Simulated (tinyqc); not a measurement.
What each parameter does: k.p values derived from sp3s* tight binding at Gamma.

At Gamma the states are two-level mixtures: s-like S+ (upper) and S- (lower) from [[Esa, Vss], [Vss, Esc]], p-like P- (valence) and P+ from [[Epa, Vxx], [Vxx, Epc]], and the bare s* levels. With real k in 1/angstrom and kz = 0, the phase sums over the four bonds are g0 = 1 - (a k/4)^2/2, g1 = i a kx/4, g3 = -(a/4)^2 kx ky to second order. Each mixture is written (anion, cation) with the anion part positive. c = hbar^2/2m0. No spin-orbit coupling.

Recipe: P = (a/4)(sa pc Vsapc + sc pa Vscpa) between an s and a p state ((a/4) pc Vxapc and (a/4) pa Vpaxc for s*), Ep = P^2/c for S+ to P-; m0/m = [-(a/4)^2 sa sc Vss + sum P^2/(E(S+) - E(P))]/c; L = d0 + F, M = d0 + H1, N = dN + F + H1 with d0 = -(a/4)^2 pa pc Vxx, dN = -2 (a/4)^2 pa pc Vxy, F = sum P^2/(E(P-) - E(s)) over the four s-like states, H1 = Q^2/(E(P-) - E(P+)), Q = (a/4) Vxy (pa p'c - pc p'a); g1 = -(L + 2M)/(3c), g2 = -(L - M)/(6c), g3 = -N/(6c).

Constants: hbar^2/2m0 = 3.80998211 eV angstrom^2.

Inputs chosen for the exercise (near a published set for AlAs, fitted to gaps, whose masses and valley positions are rough; not measured data): a = 5.661 angstrom (lattice constant); Esa = -7.462 eV (s level of the anion); Epa = 0.985 eV (p level of the anion); Esc = -1.155 eV (s level of the cation); Epc = 3.602 eV (p level of the cation); Exa = 7.411 eV (s* level of the anion); Exc = 6.721 eV (s* level of the cation); Vss = -6.617 eV (s-s); Vxx = 1.862 eV (px-px); Vxy = 4.266 eV (px-py); Vsapc = 5.14 eV (s anion, p cation); Vscpa = 5.53 eV (s cation, p anion); Vxapc = 4.512 eV (s* anion, p cation); Vpaxc = 5.026 eV (p anion, s* cation).

The recipe applied anew.

Results for these values:

| case | EG (eV) | Ep (eV) | m (m0) | g1 | g2 | g3 |
|---|---|---|---|---|---|---|
| base | 3.0038 | 15.412 | 0.2829 | 3.328 | 0.813 | 1.208 |

What happens to each result for Vsapc = 4.99 eV, all else kept?

Answer: EG does not change at the printed digits; Ep falls from 15.412 to 15.203; m rises from 0.2829 to 0.2876; g1 falls from 3.328 to 3.304; g2 falls from 0.813 to 0.801; g3 falls from 1.208 to 1.196.

The same for each parameter in turn:

| case | EG (eV) | Ep (eV) | m (m0) | g1 | g2 | g3 |
|---|---|---|---|---|---|---|
| base | 3.0038 | 15.412 | 0.2829 | 3.328 | 0.813 | 1.208 |
| Vxy = 4.416 eV | 3.0038 | 15.412 | 0.2829 | 3.428 | 0.788 | 1.222 |
| Vxapc = 4.662 eV | 3.0038 | 15.412 | 0.2829 | 3.335 | 0.817 | 1.212 |
| Vscpa = 5.68 eV | 3.0038 | 16.060 | 0.2660 | 3.399 | 0.849 | 1.243 |
| Epa = 0.835 eV | 3.1227 | 15.389 | 0.3016 | 3.231 | 0.781 | 1.168 |
| Vsapc = 4.99 eV | 3.0038 | 15.203 | 0.2876 | 3.304 | 0.801 | 1.196 |
| Vss = -6.767 eV | 3.1395 | 15.397 | 0.3069 | 3.252 | 0.775 | 1.170 |
| a = 5.711 angstrom | 3.0038 | 15.686 | 0.2780 | 3.387 | 0.828 | 1.230 |

Vxapc acts through the s* states, which enter F alone and leave EG, Ep and m.

tinyqc: `OMP_NUM_THREADS=1 python tinyqc.py 1480462 1480463 out.jsonl`; about 0.01 s, one thread, shared Intel(R) Xeon(R) Processor @ 2.30GHz.
